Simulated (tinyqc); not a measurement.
Changing the second-neighbour bond energy e2: equilibrium crystal shape, supported particles, Gibbs-Thomson effect and coarsening. Computed by tinyqc, a small Python program. Command: `OMP_NUM_THREADS=1 python tinyqc.py 3029448 3029449 out.jsonl wulff sweep`. One thread of a shared host (Intel(R) Xeon(R) Processor @ 2.30GHz), about 0.1 s of CPU time with the checks.

A cubic crystal bounded by {100}, {110} and {111} facets only.

Inputs (values chosen for the exercise, for a model metal):
```
quantity,value,unit
lattice constant a,2.83,angstrom
first-neighbour bond energy e1,0.429,eV
atoms in the particle N,320,-
temperature T,675,K
```

Surface energies: broken bonds, fcc.

Constants: 1 eV/angstrom^2 = 16.02176634 J/m^2; e = 1.602176634e-19 C; k_B = 8.617333262e-05 eV/K.

Method:
- A cut with normal n breaks sum_R |R.n|/(2 Omega) bonds per area (R over all neighbours of a shell) and makes two surfaces: gamma = sum over shells e_s sum_R |R.n|/(4 Omega). fcc: 12 neighbours a/2 (1,1,0), 6 at a (1,0,0), Omega = a^3/4.
- Wulff construction: the facet planes lie at distances lambda gamma from the centre, and the shape is the region inside all of them; V = (1/3) sum of area x distance. gamma_mean = sum A gamma / sum A; shape factor eta = A/V^(2/3) (4.836 for a sphere). lambda follows from V = N Omega.
- For the Wulff shape mu - mu(bulk) = 2 Omega gamma/h, with gamma and h = lambda gamma the energy and distance of any one facet plane, here (111); the vapour pressure rises by exp[(mu - mu(bulk))/(k_B T)].

One run for each value:
```
second-neighbour bond energy e2 (eV),gamma_mean (J/m^2),shape factor eta,mu - mu(bulk) (meV)
0.005,3.115,5.302,319.3
0.066,3.556,5.192,357.0
0.130,3.966,5.141,394.2
0.190,4.319,5.123,427.8
0.250,4.649,5.121,460.3
0.310,4.963,5.129,492.1
0.370,5.265,5.142,523.4
0.430,5.557,5.158,554.2
```

Over the rows, gamma_mean (J/m^2) rises from 3.11 to 5.56 (exponent d ln y / d ln x 0.051 between the first rows and 0.36 between the last); shape factor eta goes from 5.30 through a minimum among these rows, 5.12 at 0.250, to 5.16; mu - mu(bulk) (meV) rises from 319 to 554 (exponent d ln y / d ln x 0.043 between the first rows and 0.38 between the last).

Caution (all rows): below a few thousand atoms edges and corners add to the energy and facets hold few atoms.

Extremes, crossings and ranges named in words are read from the listed rows.
